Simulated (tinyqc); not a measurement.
Gain against bias and Miller's formula: avalanche multiplication and breakdown of a junction from ionisation integrals. Computed by tinyqc, a small Python program. Command: `OMP_NUM_THREADS=1 python tinyqc.py 3001563 3001564 out.jsonl impact walk`. One thread of a shared host (Intel(R) Xeon(R) Processor @ 2.30GHz), about 0.01 s of CPU time with the checks.

Ionisation coefficients follow the local field. Position x runs through the depletion layer from the p side (x = 0), where electrons enter, to the n side (x = w), where holes enter. The built-in voltage is neglected.

Inputs (values chosen for the exercise, modelled on InP):
```
quantity,value,unit
electron prefactor a_n,5.38e+06,1/cm
electron field b_n,3.16e+06,V/cm
hole prefactor a_p,2.13e+06,1/cm
hole field b_p,2.27e+06,V/cm
exponent c,1,-
permittivity eps,12.5,-
doping N of the lightly doped side,1.5e+14,1/cm^3
```

Junction: one-sided abrupt n+p.

Constants: e = 1.602176634e-19 C; eps_0 = 8.8541878128e-12 F/m.

Method:
- alpha_n = a_n exp(-(b_n/F)^c), alpha_p = a_p exp(-(b_p/F)^c).
- Field F = F_m (1 - s), w = eps eps_0 F_m/(e N), V = F_m w/2, with s = 1 - x/w (the peak lies at the n+ side).
- With Phi(x) = int_0^x (alpha_n - alpha_p) dx': 1 - 1/M_n = I_n = int_0^w alpha_n exp(-Phi) dx and M_p = M_n exp(-Phi(w)); trapezoid rule on 401 even points; breakdown at I_n = 1.
- Solve I_n(F_m) = 1.
- Miller's exponent n is defined by 1 - 1/M = (V/V_B)^n for the larger M.

breakdown voltage = 2243.92 V

critical field F_m = 0.312169 MV/cm

Gain:
```
V/V_B,V (V),F_m (MV/cm),M_n,M_p,Miller exponent n
0.50,1122.0,0.22074,1.0021,1.063,4.0777
0.60,1346.3,0.24181,1.0094,1.195,3.5530
0.70,1570.7,0.26118,1.0334,1.516,3.0221
0.80,1795.1,0.27921,1.1112,2.344,2.4929
0.90,2019.5,0.29615,1.4398,5.283,1.9915
0.95,2131.7,0.30426,2.1986,11.569,1.7624
0.98,2199.0,0.30903,4.5763,30.786,1.6345
0.99,2221.5,0.31060,8.5762,62.936,1.5936
```

What does the comparison show, and why?

The larger gain passes 2 between 0.700 and 0.800 of V_B and reaches 62.9 at 0.99. Miller's exponent runs from 1.6 to 4.1, so it is not a constant: a fit holds over a narrow range only. From the first row to the last the voltage grows by a factor 1.98 and the peak field by 1.41.

Extremes, crossings and ranges named in words are read from the listed rows.
